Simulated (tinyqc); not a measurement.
## Arrhenius plot from several rate windows

Emission rate en = sn vth(T) Nc(T) exp(-Et/kB T) = sn g T^2 exp(-Et/kB T), g = vth Nc/(300 K)^2, as vth goes as T^0.5 and Nc as T^1.5 (degeneracy factor 1). Each window ew gives the temperature where en = ew.

Values chosen for this exercise; material values close to those of germanium:

| symbol | value | unit | meaning |
|---|---|---|---|
| Nc | 1.05e19 | cm^-3 | conduction-band density of states at 300 K |
| vth | 3.3e7 | cm/s | thermal velocity at 300 K |
| Et | 0.29 | eV | depth of the trap below the conduction edge |
| sn | 1e-16 | cm^2 | capture cross-section |

Constants: q = 1.602176634e-19 C, kB = 1.380649e-23 J/K. Results are converted to the units shown.

Arrhenius plot from several rate windows:
```
ew (1/s)	T peak (K)	q/kB T (1/eV)	ln(ew/T^2)	ln ew
1.7	150.5	77.10	-9.498	0.5306
5.1	157.6	73.63	-8.491	1.629
15	165.2	70.23	-7.507	2.708
47	174.1	66.66	-6.469	3.850
140	183.5	63.25	-5.482	4.942
430	194.1	59.77	-4.473	6.064
1300	205.9	56.36	-3.485	7.170
3900	219.0	53.00	-2.509	8.269
```

Read the table: what changes, and by how much?

The peak rises from 151 to 219 K. ln(ew/T^2) against q/kB T is a straight line of slope -0.2900 eV, the trap depth. Its intercept gives sn = 1.00e-16 cm^2. Leaving out the T^2 gives 0.3211 eV, too high by about 2 kB T.

Numbers from tinyqc (`OMP_NUM_THREADS=1 python tinyqc.py 2050131 2050132 out.jsonl`; about 0.01 s on one thread of a shared Intel Xeon 2.30GHz).
